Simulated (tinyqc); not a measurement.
# Which input was changed?

Model: X-ray reflectivity of a thin film on silicon: critical angles, Parratt recursion, fringes and roughness. Computed by tinyqc, a small Python program. Command: `OMP_NUM_THREADS=1 python tinyqc.py 3120462 3120463 out.jsonl xrr which`. One thread of a shared host (Intel(R) Xeon(R) Processor @ 2.30GHz), about 0.03 s of CPU time with the checks.

n = 1 - delta + i beta; the classical electron radius is r_e = 2.8179403e-6 nm. Layer 0 is vacuum, 1 the film, 2 the substrate.

Inputs (values chosen for the exercise, modelled on tungsten on silicon, copper K-alpha radiation): wavelength lambda = 0.15406 nm; film density rho = 19.4 g/cm^3; effective electrons per unit mass, film = 0.4 mol/g; beta/delta, film = 0.078; film thickness d = 19.9 nm; roughness of the surface sigma_1 = 0.82 nm; roughness of the interface sigma_2 = 0.32 nm; substrate density = 2.33 g/cm^3; effective electrons per unit mass, substrate = 0.507 mol/g; beta/delta, substrate = 0.023; grazing angle theta = 1.87 degrees.

Constants: N_A = 6.02214076e+23 1/mol.

Method:
- delta = r_e lambda^2 rho_e/(2 pi), rho_e = density x electrons per mass x N_A; critical angle sqrt(2 delta), q_c = 4 sqrt(pi r_e rho_e).
- k_j = (2 pi/lambda) sqrt(sin^2 theta - 2 delta_j + 2 i beta_j); r_ij = (k_i - k_j)/(k_i + k_j) x exp(-2 k_i k_j sigma^2) (Nevot-Croce); r = (r_01 + r_12 p)/(1 + r_01 r_12 p), p = exp(2 i k_1 d); R = |r|^2.
- Far above the critical angle the period is d theta = lambda/(2 d), or 2 pi/d in q; the envelope runs between (|r_01| - |r_12 p|)^2 and (|r_01| + |r_12 p|)^2; contrast = 2 a b/(a^2 + b^2) with a = |r_01|, b = |r_12 p|; roughness factors on the amplitudes are about exp(-q^2 sigma^2/2).

Problem. One of these inputs alone was changed, within the range given: roughness of the surface sigma_1 (0.41 to 1.64); roughness of the interface sigma_2 (0.16 to 0.64); grazing angle theta (0.935 to 3.74); beta/delta, film (0.039 to 0.156). Which one, and to what value?

Results:
```
run     roughness factor, surface   contrast  period in theta (degrees)
before                  0.0923760  0.4005579                  0.2217836
after                   0.2072350  0.7330600                  0.2217836
```

Solution.

Each candidate set to reproduce roughness factor, surface, and what it then gives:
```
candidate                                range searched  value needed  contrast  period in theta (degrees)
roughness of the surface sigma_1 (nm)      0.41 to 1.64        0.6666   0.74971                    0.22178
roughness of the interface sigma_2 (nm)    0.16 to 0.64     no effect         -                          -
grazing angle theta (degrees)             0.935 to 3.74         1.520   0.73306                    0.22178
beta/delta, film                         0.039 to 0.156     no effect         -                          -
```

Only grazing angle theta fits every result: it went from 1.87 to 1.52 degrees. The next best candidate, roughness of the surface sigma_1, misses one result by 2.3 %.
